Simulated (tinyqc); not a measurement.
Drift exponent from two reads.

Question. Ra = R0 (t/t0)^nu. Find nu, R0 and Ra after ten years (3.15576e8 s).

Inputs (values chosen for the exercise): reference time t0 = 0.1 s.

Ra at t = 1 and 300 s, both at 300 K (Mohm): [1.3464221, 1.7907597]

Answer. ln Ra is linear in ln t with slope nu.

nu = 0.05000
R0 = 1.200 Mohm
Ra after ten years = 3.582 Mohm

Program tinyqc, `OMP_NUM_THREADS=1 python tinyqc.py 2880138 2880139 out.jsonl`; Intel Xeon 2.30GHz, shared host, one thread, about 0.01 s.
